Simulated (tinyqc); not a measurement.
Coherent transport through a tight-binding region between two chains, step by step. One step of it, computed by the program tinyqc.

Problem. Transmission at E = -0.06 eV. Surface Green function g = (E - i sqrt(4 t^2 - E^2)) / (2 t^2); self-energy tc^2 g on each contact site; G = (E - H - Sigma)^(-1); Gamma = -2 Im Sigma; T = Gamma_L Gamma_R |G_LR|^2; local density of states -Im G_ii / pi.

H of the central region (eV):
```
           1          2          3          4          5          6
1  -0.680000  -0.850000   0.000000   0.000000   0.000000  -0.850000
2  -0.850000  -0.130000  -0.850000   0.000000   0.000000   0.000000
3   0.000000  -0.850000  -0.240000  -0.850000   0.000000   0.000000
4   0.000000   0.000000  -0.850000   0.630000  -0.850000   0.000000
5   0.000000   0.000000   0.000000  -0.850000   0.500000  -0.850000
6  -0.850000   0.000000   0.000000   0.000000  -0.850000  -0.460000
```

Leads: semi-infinite chains with site energy 0:
```
parameter                           value
lead hopping t (eV)              1.070000
coupling to the left lead (eV)   1.220000
coupling to the right lead (eV)  0.840000
left contact site                       1
right contact site                      6
```

E = -0.060000 eV

Give: g; G; local density of states; transmission.

Solution.

g = -0.0262-0.9342i 1/eV

G (1/eV):
```
                 1                2                3                4
1   0.0902-0.1100i   0.5797-0.0004i  -0.1379+0.1100i  -0.5505-0.0229i
2   0.5797-0.0004i  -0.0766-0.6271i   0.6031+0.0520i  -0.0512+0.6161i
3  -0.1379+0.1100i   0.6031+0.0520i   0.0882-0.1143i   0.5547-0.0278i
4  -0.5505-0.0229i  -0.0512+0.6161i   0.5547-0.0278i  -0.0663-0.6102i
5  -0.3089-0.1286i  -0.6446+0.4481i   0.3620+0.0917i   0.5680-0.4675i
6   0.3469-0.0618i  -0.3735-0.3209i  -0.3162+0.0883i   0.4405+0.3022i

                 5                6
1  -0.3089-0.1286i   0.3469-0.0618i
2  -0.6446+0.4481i  -0.3735-0.3209i
3   0.3620+0.0917i  -0.3162+0.0883i
4   0.5680-0.4675i   0.4405+0.3022i
5   0.0990-0.4712i   0.6737+0.1570i
6   0.6737+0.1570i   0.0034-0.1987i
```

local density of states (1/eV): 0.0350  0.1996  0.0364  0.1942  0.1500  0.0633

transmission = 0.4553
